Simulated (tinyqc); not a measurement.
What moves the exposure: standing waves and exposure in a photoresist film.

Normal incidence from air. Unexposed resist: N1 = n1 + i k1 with k1 = (A + B) lam/(4 pi), lam in micrometres. r01 = (1 - N1)/(1 + N1), t01 = 2/(1 + N1). Substrate Ns = ns + i ks: r12 = (N1 - Ns)/(N1 + Ns). With p = exp(2 pi i N1 d/lam), the field at depth z is E(z) = t01 [exp(2 pi i N1 z/lam) + r12 p^2 exp(-2 pi i N1 z/lam)]/(1 + r01 r12 p^2), the relative intensity I(z) = n1 |E(z)|^2 and the reflectance R = |(r01 + r12 p^2)/(1 + r01 r12 p^2)|^2.

Inputs chosen for the exercise (a resist on Si, indices near tabulated ones; the results hold for these values, not for the real material):
- lam = 248 nm (vacuum wavelength)
- n1 = 1.757 (resist index)
- A = 0.05 1/micrometre (bleachable absorption (Dill A))
- B = 0.87 1/micrometre (fixed absorption (Dill B))
- d = 516 nm (resist thickness)
- ns = 1.576 (substrate n)
- ks = 3.525 (substrate k)

The mean of I is over 800 depths.

One parameter was then changed.

Results before and after:

| case | \|r12\|^2 | R | mean I | I at the bottom |
|---|---|---|---|---|
| base | 0.5211 | 0.0631 | 1.2506 | 0.3826 |
| changed | 0.5211 | 0.0724 | 1.2310 | 0.3699 |

Which of these changes was made? (a) ns = 1.734; (b) d = 526 nm; (c) ks = 3.172; (d) B = 1.07 1/micrometre; (e) n1 = 1.775.

Answer: (b) d = 526 nm. Of the candidates, run in turn, only this one gives the changed row.

All candidates:

| case | \|r12\|^2 | R | mean I | I at the bottom |
|---|---|---|---|---|
| base | 0.5211 | 0.0631 | 1.2506 | 0.3826 |
| d = 526 nm | 0.5211 | 0.0724 | 1.2310 | 0.3699 |
| n1 = 1.775 | 0.5188 | 0.0382 | 1.2849 | 0.3962 |
| B = 1.07 1/micrometre | 0.5193 | 0.0427 | 1.1346 | 0.3362 |
| ks = 3.172 | 0.4688 | 0.0457 | 1.2126 | 0.4222 |
| ns = 1.734 | 0.4971 | 0.0602 | 1.2253 | 0.3629 |

Run: tinyqc, `OMP_NUM_THREADS=1 python tinyqc.py 1652702 1652703 out.jsonl`; Intel(R) Xeon(R) Processor @ 2.30GHz, one thread, shared host; about 0.01 s of CPU time with all checks.
